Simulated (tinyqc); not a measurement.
Sheet resistance and Hall data of a diffused or implanted layer. Changing the background doping N_B (opposite type). Computed by tinyqc, a small Python program. Command: `OMP_NUM_THREADS=1 python tinyqc.py 3018348 3018349 out.jsonl layer sweep`. One thread of a shared host (Intel(R) Xeon(R) Processor @ 2.30GHz), about 0.01 s of CPU time with the checks.

Carriers are taken equal to the net active doping down to the junction (full ionisation, which deep dopants in wide-gap hosts do not reach; no spill-over, no depletion), and the Hall factor is 1.

Inputs (values chosen for the exercise, modelled on nitrogen in 4H-SiC):
```
quantity                  value        unit
mu_min                     38.2  cm^2/(V s)
mu_max                      977  cm^2/(V s)
N_ref                   1.9e+17      1/cm^3
exponent alpha             0.62           -
peak concentration N_0  4.5e+18      1/cm^3
length scale l               12          nm
projected range R_p          29          nm
```

Profile: buried Gaussian (implant). Activation: complete.

Constants: e = 1.602176634e-19 C.

Method:
- N(x) = N_0 exp(-(x - R_p)^2/(2 l^2)) for x > 0, dose N_0 l sqrt(pi/2) erfc(-R_p/(l sqrt 2)), junction x_j = R_p + l sqrt(2 ln(N_0/N_B)); the layer starts at x_0 = max(0, 2 R_p - x_j).
- Mobility mu = mu_min + (mu_max - mu_min)/(1 + (N_t/N_ref)^alpha), N_t = active doping + N_B; carriers n = active doping - N_B, all dopants active.
- Integrals from x_0 (0 unless stated) to x_j by the midpoint rule on 400 even intervals: 1/R_s = e int n mu dx; sheet density n_s = int n dx; Hall sheet density (int n mu dx)^2/int n mu^2 dx; Hall mobility int n mu^2 dx/int n mu dx.
- Mean conductivity 1/(R_s x_j); mean mobility 1/(e n_s R_s).

One run for each value; columns: (1) background doping N_B (opposite type) (1/cm^3); (2) sheet resistance R_s (ohm); (3) junction depth x_j (nm); (4) mean conductivity 1/(R_s x_j) (S/cm); (5) mean mobility (cm^2/(V s)):
```
(1)          (2)     (3)     (4)     (5)
1.00e+14  2402.6  84.550  49.228  193.45
3.30e+14  2403.4  81.363  51.137  193.41
1.10e+15  2406.1  77.940  53.324  193.28
3.70e+15  2414.3  74.231  55.799  192.91
1.20e+16  2437.6  70.315  58.343  191.92
4.10e+16  2509.6  65.784  60.573  189.20
1.40e+17  2732.3  60.614  60.380  182.39
4.50e+17  3435.7  54.752  53.161  168.42
```

Describe and explain the trends.

Over the rows, sheet resistance R_s (ohm) rises from 2400 to 3440 (exponent d ln y / d ln x 3.0e-4 between the first rows and 0.20 between the last); junction depth x_j (nm) falls from 84.5 to 54.8 (exponent d ln y / d ln x -0.032 between the first rows and -0.087 between the last); mean conductivity 1/(R_s x_j) (S/cm) goes from 49.2 through a maximum among these rows, 60.6 at 4.10e16, to 53.2. x_j shrinks by a factor 1.54 and R_s grows by 1.43; over the first half of the table x_j shrinks by 1.20 and R_s grows by 1.01: the tail carries little current.

Caution (rows 4.50e17): the layer is not thick against surface and junction depletion widths, which remove carriers that this model counts.

Extremes, crossings and ranges named in words are read from the listed rows.
